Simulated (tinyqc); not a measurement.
# Double-gate transistor below threshold, two-dimensional Poisson equation on a small mesh: effects of single changes

Half of a symmetric double-gate structure: row 0 is the mid-plane of the body, where the normal field vanishes. Mobile charge is neglected (subthreshold), the body is fully depleted, and potentials are counted from the intrinsic level; rows run upward to the gate, columns from source to drain.

Values chosen for this exercise; semiconductor permittivity made up: temperature T = 300 K; relative permittivity of the semiconductor eps_r = 11; relative permittivity of the insulator eox = 25; half the body thickness tb = 5 nm; insulator thickness tox = 5 nm; channel length L = 24 nm; acceptor density of the depleted body Na = 1.1e18 cm^-3; potential of the source Vbi = 0.58 V; gate offset Vfb = 0.07 V; gate voltage Vg = 0 V; drain voltage Vd = 0.5 V.

Constants: q = 1.602176634e-19 C, kB = 1.380649e-23 J/K, Vt = kB T/q, eps0 = 8.8541878128e-14 F/cm where lengths are in cm. Results are converted to the units shown.

Each table varies one quantity; the others keep the values above.

## Effect of the channel length

Mesh: rows i = 0..12 in the semiconductor (step hs = tb/12, row 12 on the interface), then 8 step(s) ho = tox/8 up to the gate row 20; columns j = 0..80 (step hy = L/80). Box integration, divided by eps0: up_i = eps hy/h of the interval above row i, dn_i = that of the interval below (0 for row 0), lat_i = (sum of eps h/2 over the intervals above and below)/hy, s_i = -q Na w_i hy/eps0 with w_i the semiconductor height of the box (hs/2 for row 0 and the interface row, hs between, 0 in the insulator). Each free node obeys (up + dn + 2 lat) psi = up psi(above) + dn psi(below) + lat [psi(left) + psi(right)] + s. Fixed values: gate row Vg - Vfb; column 0 at Vbi and the last column at Vbi + Vd in the semiconductor, each running linearly to Vg - Vfb across the insulator. The system is solved directly. On row 0 the minimum of psi and its place come from a parabola through the three lowest nodes; barrier = Vbi - minimum, swing = Vt ln 10/(d psi/dVg), DIBL = (d psi/dVd)/(d psi/dVg) there. Lambda = pi/k with k the smallest positive root of tan(k tox) tan(k tb) = eox/eps_r.

Result of one run:
```
L (nm),L/Lambda,barrier (V),place y/L,swing (mV/decade),DIBL (mV/V)
38,2.383,0.6375,0.4629,63.58,24.85
```

What becomes of these results when the channel length L is changed from 38 to 46 nm, all else the same?

Result of the changed run:
```
L (nm),L/Lambda,barrier (V),place y/L,swing (mV/decade),DIBL (mV/V)
46,2.885,0.6674,0.4695,61.31,10.95
```

The whole series:
```
L (nm),L/Lambda,barrier (V),place y/L,swing (mV/decade),DIBL (mV/V)
14,0.8780,0.1739,0.3667,156.5,502.1
17,1.066,0.2870,0.4029,113.8,306.9
21,1.317,0.4093,0.4276,88.86,173.9
26,1.631,0.5159,0.4441,74.89,93.05
31,1.944,0.5835,0.4540,68.14,52.58
38,2.383,0.6375,0.4629,63.58,24.85
46,2.885,0.6674,0.4695,61.31,10.95
56,3.512,0.6831,0.4750,60.18,4.029
```

As L goes from 14 to 56 nm, the barrier rises from 0.174 to 0.683 V, the swing falls from 156 to 60.2 mV a decade and DIBL falls from 502 to 4.03 mV/V; the ideal swing is 59.5. L/Lambda goes from 0.88 to 3.5. Between the last two rows DIBL decays with a length of 10.0 nm; 2 Lambda/pi is 10.2 nm.

## Refining the mesh

The mesh has 2 c steps in the semiconductor (rows from 0 up to the interface), c steps in the insulator and 8 c along the channel, each uniform. The system is solved directly; psi is read on row 0 at mid-channel.

Result of one run:
```
c,unknowns,psi at mid-channel (V),d psi/dVg
12,3420,0.10955,0.76147
```

What becomes of these results when the refinement factor c is changed from 12 to 1, all else the same?

Result of the changed run:
```
c,unknowns,psi at mid-channel (V),d psi/dVg
1,21,0.14831,0.71944
```

The whole series:
```
c,unknowns,psi at mid-channel (V),d psi/dVg
1,21,0.14831,0.71944
2,90,0.11919,0.75102
3,207,0.11368,0.75700
4,372,0.11175,0.75909
6,846,0.11038,0.76058
8,1512,0.10990,0.76110
12,3420,0.10955,0.76147
```

psi at mid-channel goes from 0.1483 V on the coarsest mesh to 0.1096 V on the finest, a difference of 39 mV. d psi/dVg changes by 0.032 from c = 1 to 2, by 0.0081 from 2 to 4 and by 0.0020 from 4 to 8, a ratio of 4.0 between the last two, near the 4 of a second-order scheme.

## Effect of the gate voltage

Same model as above.

Results:
```
Vg (V),L/Lambda,barrier (V),place y/L,swing (mV/decade),DIBL (mV/V)
-0.2,1.505,0.6294,0.4499,78.87,124.6
-0.12,1.505,0.5691,0.4459,78.98,122.4
0.04,1.505,0.4487,0.4357,79.31,117.0
0.12,1.505,0.3888,0.4289,79.56,113.6
0.2,1.505,0.3290,0.4205,79.90,109.5
```

Estimate the missing row, Vg = -0.04 V.

Computed row:
```
Vg (V),L/Lambda,barrier (V),place y/L,swing (mV/decade),DIBL (mV/V)
-0.04,1.505,0.5088,0.4412,79.12,119.9
```

With this row back in the table: As Vg goes from -0.2 to 0.2 V, the barrier falls from 0.629 to 0.329 V, the swing rises from 78.9 to 79.9 mV a decade and DIBL falls from 125 to 110 mV/V; the ideal swing is 59.5. The barrier top moves from y/L = 0.450 to 0.420, towards the source.

Computed by the program tinyqc: `OMP_NUM_THREADS=1 python tinyqc.py 2480024 2480025 out.jsonl`, one thread of a shared Intel Xeon 2.30GHz, about 0.09 s for the whole run.
